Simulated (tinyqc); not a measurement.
Substrate current against gate voltage: lateral field, substrate current, probability of reaching the oxide barrier and hot-carrier lifetime of a silicon transistor (pseudo-two-dimensional and lucky-electron models). Computed by tinyqc, a small Python program. Command: `OMP_NUM_THREADS=1 python tinyqc.py 3016207 3016208 out.jsonl hotcar walk`. One thread of a shared host (Intel(R) Xeon(R) Processor @ 2.30GHz), about 0.01 s of CPU time with the checks.

Local-field models: a lucky carrier gains its energy at the peak field over a path free of collisions. Voltages are magnitudes.

Inputs (values chosen for the exercise, modelled on a silicon n-channel):
```
quantity,value,unit
channel length L,1500,nm
oxide thickness t,29,nm
junction depth x_j,470,nm
mobility mu,290,cm^2/(V s)
saturation velocity v_s,0.79,1e7 cm/s
threshold voltage V_T,0.6,V
drain voltage V_D,12,V
ionisation prefactor A_i,2e+06,1/cm
ionisation field B_i,1.73,MV/cm
hot-carrier mean free path lambda,7.8,nm
oxide barrier phi_b,3.1,eV
interface-trap threshold phi_it,3.7,eV
lifetime constant H,100,s microampere/micrometre
length of the depleted extension L_n,220,nm
```

Drain: lightly doped extension.

Constants: eps_0 = 8.8541878128e-12 F/m.

Method:
- C_ox = 3.9 eps_0/t; F_sat = 2 v_s/mu; V_Dsat = V_ov F_sat L/(V_ov + F_sat L), V_ov = V_G - V_T; I_D/W = C_ox v_s (V_ov - V_Dsat).
- Scale length l = 0.22 t^(1/3) x_j^(1/2) (all in cm); F_m = sqrt(((V_D - V_Dsat)/l_e)^2 + F_sat^2), with l_e = l + L_n; length of the velocity-saturated region l_e ln((V_D - V_Dsat)/(l_e F_sat) + F_m/F_sat).
- Substrate current I_sub/I_D = (A_i/B_i)(V_D - V_Dsat) exp(-B_i/F_m); probability of reaching the oxide barrier exp(-phi_b/(e lambda F_m)); lifetime tau = (H/(I_D/W)) exp(phi_it/(e lambda F_m)).

At the given drain voltage:
```
V_G (V),V_Dsat (V),I_D/W (microampere/micrometre),F_m (kV/cm),I_sub/W (microampere/micrometre),tau (s)
1.2,0.5590,3.86,268.55,0.08134,1.2153e+09
1.9,1.1216,16.78,255.90,0.24455,6.6934e+08
2.9,1.7949,47.52,240.80,0.42514,7.5580e+08
4.1,2.4505,98.72,226.15,0.51891,1.3037e+09
5.6,3.1021,178.53,211.64,0.51763,3.0350e+09
7.5,3.7412,297.14,197.48,0.44500,9.0952e+09
9.4,4.2373,429.20,186.55,0.36159,2.5729e+10
11.0,4.5763,547.82,179.11,0.30030,5.7945e+10
13.0,4.9259,703.07,171.48,0.23886,1.4686e+11
```

What does the comparison show, and why?

I_sub peaks at V_G = 4.1 V, 0.34 V_D: a higher gate voltage brings more carriers but raises V_Dsat and so lowers F_m. The shortest lifetime among the rows lies at V_G = 1.9 V, below that of the largest I_sub, since tau depends more steeply on the field.

Extremes, crossings and ranges named in words are read from the listed rows.
